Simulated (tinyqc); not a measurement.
## Gate voltage for a given inversion charge

Inverse problem. p-type body, charge-sheet picture, depletion and inversion only, full ionisation (an idealisation for deep acceptors), Boltzmann statistics (rough once Na exp(x - xn) passes about Nc/7). In units of Vt: xg = (Vg - Vfb)/Vt, x = psi/Vt, G = gamma/sqrt(Vt), xn = (2 phiF + Vc)/Vt. The implicit equation is (xg - x)^2 = G^2 [x - 1 + exp(x - xn)] for x above about 3. Cox = eps0 eox/tox. ni = sqrt(Nc Nv) exp(-Eg/(2 Vt)), Eg in volts; phiF = Vt ln(Na/ni); gamma = sqrt(2 q eps0 eps_r Na)/Cox. N_inv = (Cox Vt G/q) [sqrt(x - 1 + exp(x - xn)) - sqrt(x - 1)]. Find x - xn, psi and Vg.

Parameters, values chosen for the exercise; band and dielectric values close to those of silicon:
- T = 350 K (temperature)
- Eg = 1.11 eV (band gap)
- eps_r = 11.5 (relative permittivity)
- Nc = 3.52e19 cm^-3 (conduction-band density of states at T)
- Nv = 3.38e19 cm^-3 (valence-band density of states at T)
- eox = 3.9 (relative permittivity of the gate insulator (close to silicon dioxide))
- tox = 4.6 nm (insulator thickness)
- Na = 4.2e17 cm^-3 (acceptor density)
- Vfb = -0.32 V (flat-band voltage)
- Vc = 1 V (channel-body voltage)

Constants: q = 1.602176634e-19 C, kB = 1.380649e-23 J/K, Vt = kB T/q, eps0 = 8.8541878128e-14 F/cm where lengths are in cm. Results are converted to the units shown.

N_inv = 1.3e11 cm^-2

Answer. N_inv rises steadily with x, so it fixes x; the implicit equation then gives xg directly.

x - xn = 1.65
psi = 1.89 V
Vg = 2.27 V

tinyqc, about 0.01 s, one thread, Intel Xeon 2.30GHz (shared host): `OMP_NUM_THREADS=1 python tinyqc.py 2122221 2122222 out.jsonl`
